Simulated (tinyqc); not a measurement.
Schottky emission and Poole-Frenkel conduction in an insulator, and how to tell them apart: one step of the calculation.

Schottky emission (electrode-limited): J = As T^2 exp[-(pb - b sqrt(F))/Vt], b = sqrt(q/(4 pi eps0 ei)). Poole-Frenkel emission (bulk-limited): J = s0 F exp[-(pt - 2 b sqrt(F))/Vt]. F in V/cm.

Task. Both currents at one field. Lowerings b sqrt(F) and 2 b sqrt(F); the image-force maximum lies at sqrt(q/(16 pi eps0 ei F)) from the electrode.

Values chosen for this exercise; dielectric values close to those of hafnium oxide: temperature T = 325 K; high-frequency relative permittivity ei = 4.34; trap depth pt = 1.18 eV; Poole-Frenkel prefactor s0 = 2.4 S/cm; electrode barrier pb = 1.24 eV; Richardson constant As = 40 A/(cm^2 K^2); field F = 1.7 MV/cm.

Constants: q = 1.602176634e-19 C, kB = 1.380649e-23 J/K, Vt = kB T/q, eps0 = 8.8541878128e-14 F/cm where lengths are in cm. Results are converted to the units shown.

Find: Schottky lowering; position of the barrier top; Poole-Frenkel lowering; J, Schottky; J, Poole-Frenkel.

Result.

Schottky lowering = 237.50 meV
position of the barrier top = 0.69852 nm
Poole-Frenkel lowering = 474.99 meV
J, Schottky = 1.2022e-9 A/cm^2
J, Poole-Frenkel = 4.7652e-5 A/cm^2

Injection and bulk transport act in series, so the smaller capacity limits the current: here the electrode, by a factor of 39600.

Range of the model: At the field F a Fowler-Nordheim estimate for tunnelling through pb (mass 0.4 m0) gives 5.2e-9 A/cm^2, more than Schottky emission.

tinyqc, about 0.01 s, one thread, Intel Xeon 2.30GHz (shared host): `OMP_NUM_THREADS=1 python tinyqc.py 2370088 2370089 out.jsonl`
